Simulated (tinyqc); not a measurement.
## Frequency dispersion of an accumulation capacitance by border traps, distributed model: capacitance and loss against frequency

Traps spread evenly through the insulator exchange electrons with the semiconductor by tunnelling, with tau(x) = t0 exp(2 ka x) at depth x from the interface. The admittance per area Y seen at depth x obeys dY/dx = -Y^2/(i w eps0 eox) + q Nb ln(1 + i w tau)/tau, with Y(0) = i w Cs and w = 2 pi f; the gate sees Y(tox) = G + i w C. Working variable y = Y/(i w), in uF/cm^2. Cox = eps0 eox/tox.

Cox; trap-free value 1/(1/Cox + 1/Cs); response depth d = ln(1/(w t0))/(2 ka), where w tau = 1; lumped estimate: all traps within d act as C_bt = q Nb d placed at d/2, so C = 1/{1/[1/(1/Cs + d/(2 eps0 eox)) + C_bt] + (tox - d/2)/(eps0 eox)}. C and G from a fine integration; dispersion -d C/d log10 f over C, from f times and over 1.1. For a broad spread of time constants G/w is close to -(pi/2) dC/d ln w.

Inputs (values chosen for the exercise); permittivity close to that of hafnium oxide:
```
symbol,value,unit,meaning
eox,19.7,,relative permittivity of the insulator
tox,7.8,nm,insulator thickness
Cs,5.1,uF/cm^2,semiconductor capacitance in accumulation
Nb,8.6e19,cm^-3 eV^-1,density of border traps
ka,3.4,1/nm,decay constant of the wave function in the insulator
t0,3e-9,s,time constant of a trap at the interface
```

Constants: q = 1.602176634e-19 C, eps0 = 8.8541878128e-14 F/cm where lengths are in cm. Results are converted to the units shown.

The same in every row: trap-free C (uF/cm^2) = 1.555.

Results:

| f (Hz) | d (nm) | C (uF/cm^2) | G/w (uF/cm^2) | dispersion (% a decade) | -(pi/2) dC/d ln w (uF/cm^2) | lumped C (uF/cm^2) |
|---|---|---|---|---|---|---|
| 10 | 2.277 | 1.965 | 0.05013 | 3.736 | 0.05006 | 1.903 |
| 100 | 1.938 | 1.894 | 0.04639 | 3.586 | 0.04634 | 1.845 |
| 1000 | 1.600 | 1.828 | 0.04302 | 3.445 | 0.04297 | 1.789 |
| 10000 | 1.261 | 1.768 | 0.03996 | 3.311 | 0.03992 | 1.735 |
| 1e6 | 0.5840 | 1.659 | 0.03449 | 3.057 | 0.03460 | 1.634 |
| 1e7 | 0.2454 | 1.610 | 0.03085 | 2.924 | 0.03212 | 1.587 |

Estimate the missing row, f = 1e5 Hz.

Computed row:

| f (Hz) | d (nm) | C (uF/cm^2) | G/w (uF/cm^2) | dispersion (% a decade) | -(pi/2) dC/d ln w (uF/cm^2) | lumped C (uF/cm^2) |
|---|---|---|---|---|---|---|
| 1e5 | 0.9226 | 1.711 | 0.03716 | 3.181 | 0.03714 | 1.683 |

With this row back in the table: C falls from 1.965 to 1.610 uF/cm^2, towards the trap-free 1.555; each decade of frequency removes ln 10/(2 ka) = 0.339 nm from the response depth. The dispersion falls from 3.74 to 2.92 % a decade and G/w falls from 0.0501 to 0.0308 uF/cm^2. G/w lies between 0.960 and 1.00 times -(pi/2) dC/d ln w, the relation for a broad spread of time constants.

Numbers from tinyqc (`OMP_NUM_THREADS=1 python tinyqc.py 2202088 2202089 out.jsonl`; about 0.5 s on one thread of a shared Intel Xeon 2.30GHz).
